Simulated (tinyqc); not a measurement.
Changing the temperature T: kinetic Monte Carlo and master equation for a particle on a ring of sites with traps and bias. Computed by tinyqc, a small Python program. Command: `OMP_NUM_THREADS=1 python tinyqc.py 3028797 3028798 out.jsonl kmc sweep`. One thread of a shared host (Intel(R) Xeon(R) Processor @ 2.30GHz), about 0.01 s of CPU time with the checks.

5 sites on a ring, numbered 1 to 5. The saddle between i and i+1 lies at E0 + s b_i and site i at s eps_i; a force F tilts the landscape, with the saddle half-way.

Inputs (values chosen for the exercise, for a model defect):

| quantity | value | unit |
|---|---|---|
| reference barrier E0 | 0.32 | eV |
| scale factor s of the disorder | 1 | - |
| attempt frequency nu | 2.4 | THz |
| site spacing a | 2.8 | angstrom |
| force F along the ring | 0.00089 | eV/angstrom |

Disorder: random barriers.

site energies eps_i (eV): 0  0  0  0  0

saddle shifts b_i between sites i and i+1 (eV): -0.022  0.012  0.032  -0.03  -0.034

Constants: k_B = 8.617333262e-05 eV/K.

Method:
- Rates: k(i to i+1) = nu exp(-(E0 + s b_i - s eps_i - F a/2)/(k_B T)), k(i to i-1) = nu exp(-(E0 + s b_(i-1) - s eps_i + F a/2)/(k_B T)).
- Share right = k right/(k right + k left); mean stay = 1/(k right + k left).
- Master equation dP/dt = W P, W_(i+1,i) = k right, W_(i-1,i) = k left, columns summing to zero. The steady state is its null vector; drift v = a sum P_i (k right - k left). D = a^2 lambda''(0)/2, where lambda(q) is the leading eigenvalue of W with right hops weighted by exp(q) and left hops by exp(-q).
- The slowest relaxation rate is minus the real part of the next eigenvalue of W. 1 angstrom = 1e-8 cm.
- At zero force D0 = a^2 nu exp(-E0/(k_B T)) / [<exp(-s eps/(k_B T))> <exp(s b/(k_B T))>], with means over the ring; Einstein relation v = D0 F/(k_B T); 1 angstrom = 1e-8 cm.

One run for each value:

| temperature T (K) | zero-force diffusivity D0 (cm^2/s) | D0 over the value without disorder | drift velocity v (cm/s) |
|---|---|---|---|
| 160 | 6.0377e-14 | 0.3854 | 3.9027e-07 |
| 230 | 1.2066e-10 | 0.6590 | 5.4216e-04 |
| 280 | 2.5779e-09 | 0.7879 | 9.5131e-03 |
| 340 | 3.0169e-08 | 0.8879 | 9.1670e-02 |
| 420 | 2.6232e-07 | 0.9641 | 6.4519e-01 |
| 510 | 1.3061e-06 | 1.0085 | 2.6454e+00 |
| 620 | 4.8754e-06 | 1.0343 | 8.1222e+00 |

Give the missing row, temperature T (K) = 190.

Computed row:
```
temperature T (K)  zero-force diffusivity D0 (cm^2/s)  D0 over the value without disorder  drift velocity v (cm/s)
190                                        3.1568e-12                              0.5161               1.7176e-05
```

Interpolating between the two neighbouring rows (linearly) misses most in zero-force diffusivity D0 (cm^2/s), by a factor of 16. Over the rows, zero-force diffusivity D0 (cm^2/s) rises from 6.04e-14 to 4.88e-6 (exponent d ln y / d ln x 23 between the first rows and 6.7 between the last); D0 over the value without disorder rises from 0.385 to 1.03 (exponent d ln y / d ln x 1.7 between the first rows and 0.13 between the last); drift velocity v (cm/s) rises from 3.90e-7 to 8.12 (exponent d ln y / d ln x 22 between the first rows and 5.7 between the last). The apparent barrier of D0 is 0.346 eV between the coldest rows and 0.326 eV between the hottest; at low T it tends to the highest saddle minus the deepest site, 0.352 eV, at high T to the mean difference, 0.312 eV.

Extremes, crossings and ranges named in words are read from the listed rows.
